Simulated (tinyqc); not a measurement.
Inverse iteration on a symmetric matrix, step by step. One step of it, computed by the program tinyqc.

Problem. Step 1. solve (A - shift) w = v; v' = w/|w| with its largest component positive (the first on a tie); lambda = v'^T A v'.

A:
$$\begin{pmatrix}
0.577000 & -0.136000 & -0.130000 & -0.225000 & 0.382000 & -0.185000 \\
-0.136000 & 0.938000 & -0.041000 & -0.098000 & -0.094000 & 0.177000 \\
-0.130000 & -0.041000 & 2.068000 & 0.049000 & 0.178000 & 0.094000 \\
-0.225000 & -0.098000 & 0.049000 & 2.085000 & 0.150000 & 0.195000 \\
0.382000 & -0.094000 & 0.178000 & 0.150000 & 2.385000 & -0.277000 \\
-0.185000 & 0.177000 & 0.094000 & 0.195000 & -0.277000 & 3.873000
\end{pmatrix}$$

vector v at the start: [0.408248, 0.408248, 0.408248, 0.408248, 0.408248, 0.408248]

shift = 1.520000

Give: vector after step 1; Rayleigh quotient after step 1.

Solution.

vector after step 1: [0.2850, 0.6800, -0.3909, -0.2332, -0.4513, -0.2131]

Rayleigh quotient after step 1 = 1.6465
